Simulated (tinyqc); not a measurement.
Ways to converge the cycle: SCF convergence aids in the sto-3g basis, for BeH2, spin multiplicity 1. Computed by the program tinyqc with PySCF. 

Geometry (angstrom):
```
atom       x        y       z
Be    0.0000   0.0000  0.0000
H     0.0000   1.6720  0.1780
H     0.0000  -1.6720  0.1780
```

lowest restricted solution found by these runs and by PySCF = -15.475883 hartree

RHF with one setting changed at a time; a run stops when the energy changes by less than 1e-09 hartree and the error matrix is below 1e-5. The start is the Wolfsberg-Helmholz matrix. Damping d keeps d of the old density; a shift (hartree) raises the virtual levels; DIIS n extrapolates F over n matrices.

Largest element of the error matrix X^T (FDS - SDF) X:
```
iteration    plain  damping 0.3  damping 0.6  shift 0.4   DIIS 3   DIIS 8
1          1.9e-01      1.9e-01      1.9e-01    1.9e-01  1.9e-01  1.9e-01
2          1.8e-02      7.0e-02      1.2e-01    7.0e-02  1.8e-02  1.8e-02
3          5.8e-03      2.8e-02      7.9e-02    2.7e-02  4.8e-03  4.8e-03
4          1.8e-03      1.2e-02      5.1e-02    1.1e-02  6.2e-04  6.2e-04
5          5.5e-04      5.3e-03      3.3e-02    4.9e-03  7.0e-05  6.8e-05
6          1.9e-04      2.5e-03      2.2e-02    2.8e-03  1.2e-05  3.7e-07
8          2.4e-05      6.2e-04      9.8e-03    1.0e-03        -        -
10         3.0e-06      1.6e-04      4.5e-03    3.9e-04        -        -
14               -      1.4e-05      1.1e-03    5.4e-05        -        -
20               -            -      1.4e-04          -        -        -
30               -            -      5.9e-06          -        -        -
```

How each run ends:
```
run          iterations  E (hartree)         state
plain                10    -15.47588  lowest found
damping 0.3          18    -15.47588  lowest found
damping 0.6          36    -15.47588  lowest found
shift 0.4            18    -15.47588  lowest found
DIIS 3                7    -15.47588  lowest found
DIIS 8                7    -15.47588  lowest found
```

6 of 6 runs reach the lowest restricted solution found, in 7 to 36 iterations (fastest: DIIS 3, DIIS 8). Plain steps already contract here, so damping only slows them. DIIS 3 and DIIS 8 gain by cancelling the error over several earlier matrices, much as a quasi-Newton step does.
